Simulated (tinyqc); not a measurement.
Interband optics of a two-band s-p chain from momentum matrix elements: sweeps and comparisons. A value that a table varies takes the place of the one given here.

H(k) = [[Es - 2 ts cos ka, 2i V sin ka], [-2i V sin ka, Ep_ + 2 tp cos ka]] in the basis s, p; the lower band is full, with two electrons a cell. The velocity operator times hbar is W = dH/dk (eV angstrom); intra-atomic dipoles are left out.

With w(k) = |<c|W|v>|^2 and D(k) = Ec - Ev, on the mesh k_j = (j + 1/2)/N (2 pi/a): eps(E) = 1 + (8 pi e2/(a Ar)) mean_j (w/D^2) [1/(D - E - i eta) + 1/(D + E + i eta)], e2 = e^2/(4 pi eps0); light polarised along the chains, no local fields.

Constants: e^2/(4 pi eps0) = 14.39964547 eV angstrom; hbar^2/2m0 = 3.80998211 eV angstrom^2.

Parameters, chosen for this exercise:

| symbol | value | unit | meaning |
|---|---|---|---|
| a | 4.07 | angstrom | period |
| Es | 3.02 | eV | upper orbital (s) |
| Ep_ | -3.65 | eV | lower orbital (p) |
| ts | 0.36 | eV | s-s hopping |
| tp | 0.56 | eV | p-p hopping |
| V | 1.13 | eV | s-p hopping |
| Ar | 11 | angstrom^2 | cross-section per chain |
| eta | 0.2 | eV | Lorentzian half width |
| E | 3.45 | eV | photon energy |

## Joint density of states against eps2

Mesh of 2000 points. J(E) = mean of (eta/pi)/((E - D)^2 + eta^2). The fourth column is J times the constant (8 pi^2 e2/(a Ar)) mean(w/D^2). R = |(sqrt(eps) - 1)/(sqrt(eps) + 1)|^2.

Spectrum:

| E (eV) | J (1/eV) | eps2 | eps2 with constant element | eps1 | R |
|---|---|---|---|---|---|
| 4.23 | 0.022 | 1.298 | 0.484 | 7.201 | 0.214 |
| 4.68 | 0.088 | 6.507 | 1.956 | 10.638 | 0.329 |
| 5.13 | 0.162 | 10.065 | 3.597 | -0.634 | 0.437 |
| 5.58 | 0.129 | 4.824 | 2.874 | -2.126 | 0.429 |
| 6.03 | 0.119 | 2.499 | 2.655 | -1.435 | 0.391 |
| 6.48 | 0.120 | 1.341 | 2.669 | -0.502 | 0.281 |
| 6.93 | 0.129 | 0.779 | 2.871 | 0.496 | 0.066 |
| 7.39 | 0.151 | 0.662 | 3.361 | 1.686 | 0.031 |
| 7.84 | 0.204 | 1.266 | 4.535 | 3.371 | 0.104 |
| 8.29 | 0.414 | 5.556 | 9.197 | 6.145 | 0.267 |
| 8.74 | 0.366 | 6.743 | 8.125 | -6.303 | 0.617 |
| 9.19 | 0.069 | 1.201 | 1.544 | -3.394 | 0.755 |

Transitions span 4.830 to 8.588 eV. Among the energies listed J peaks at 8.29 eV and eps2 at 5.13 eV. The ratio of eps2 to the constant-element value is 2.80 at 5.13 eV and 0.60 at 8.29 eV: w/D^2 is 3.627 angstrom^2 at the zone centre and 1.168 at the edge.

## Mesh against broadening

eps2 at E for three widths, and eps(0) at eta = 0; the last row is the mesh of 2000 points.

Convergence:

| N | eta = 0.03 eV | eta = 0.1 eV | eta = 0.3 eV | eps(0) |
|---|---|---|---|---|
| 4 | 0.009 | 0.030 | 0.089 | 2.2235 |
| 8 | 0.039 | 0.130 | 0.380 | 3.2225 |
| 16 | 0.050 | 0.166 | 0.482 | 3.3308 |
| 32 | 0.050 | 0.167 | 0.484 | 3.3312 |
| 64 | 0.050 | 0.167 | 0.484 | 3.3312 |
| 128 | 0.050 | 0.167 | 0.484 | 3.3312 |
| 2000 | 0.050 | 0.167 | 0.484 | 3.3312 |

The first N from which eps2 stays within 2 % of the last row is 16 for eta = 0.03, 16 for 0.1 and 16 for 0.3 eV; for eps(0) and 0.1 % it is 16. E lies outside the range of transitions, so eps2 is only the tail of the broadening and grows with eta.

## Static constant against the gap

Es takes the values listed; mesh of 400 points; the Penn-type estimate is 1 + 8 pi c e2 n_eff/(a Ar Dm^2) with Dm the f-weighted mean of D, f = w/(c D), n_eff = 2 mean(f), c = hbar^2/2m0.

Results:

| Es (eV) | smallest D (eV) | Dm (eV) | n_eff | eps(0) | estimate |
|---|---|---|---|---|---|
| 2.72 | 4.530 | 6.587 | 3.076 | 3.691 | 3.184 |
| 3.02 | 4.830 | 6.881 | 2.966 | 3.331 | 2.930 |
| 3.52 | 5.330 | 7.371 | 2.797 | 2.865 | 2.586 |
| 4.02 | 5.830 | 7.861 | 2.645 | 2.517 | 2.318 |
| 5.02 | 6.830 | 8.845 | 2.383 | 2.045 | 1.938 |
| 6.02 | 7.830 | 9.830 | 2.165 | 1.752 | 1.690 |
| 8.02 | 9.830 | 11.807 | 1.825 | 1.427 | 1.403 |

eps(0) - 1 falls from 2.691 to 0.427, as Dm^-3.15; a fixed n_eff would give the power -2, and n_eff goes from 3.076 to 1.825. The single-gap estimate is low by 18.9 % of eps(0) - 1 in the first row and 5.6 % in the last, since 1/D^2 favours the smallest separations. n_eff need not equal the 2 electrons of the cell: a two-orbital basis with chosen hoppings does not obey the free-electron sum rule.

## What moves the optical response

Mesh of 400 points; n_eff = 2 mean(w/(c D)), c = hbar^2/2m0. Each row changes one parameter from the base and keeps the others.

Results:

| case | smallest D (eV) | largest D (eV) | n_eff | eps(0) |
|---|---|---|---|---|
| base | 4.830 | 8.588 | 2.966 | 3.331 |
| a = 4.274 angstrom | 4.830 | 8.588 | 3.271 | 3.448 |
| Es = 3.32 eV | 5.130 | 8.869 | 2.863 | 3.034 |
| ts = 0.432 eV | 4.686 | 8.691 | 2.981 | 3.428 |
| V = 1.243 eV | 4.830 | 8.733 | 3.495 | 3.712 |
| Ar = 12.1 angstrom^2 | 4.830 | 8.588 | 2.966 | 3.119 |

The largest shifts from the base row, up to three for each result and ties (the steps differ in size, so this ranks the rows, not the parameters). smallest D (eV): Es +0.300, ts -0.144; unchanged at the printed digits by a, V and Ar. largest D (eV): Es +0.281, V +0.145, ts +0.103; unchanged at the printed digits by a and Ar. n_eff: V +0.529, a +0.305, Es -0.103; unchanged at the printed digits by Ar. eps(0): V +0.381, Es -0.297, Ar -0.212.

(tinyqc, `OMP_NUM_THREADS=1 python tinyqc.py 1680416 1680417 out.jsonl`, Intel(R) Xeon(R) Processor @ 2.30GHz, 1 thread, shared host, about 0.01 s.)
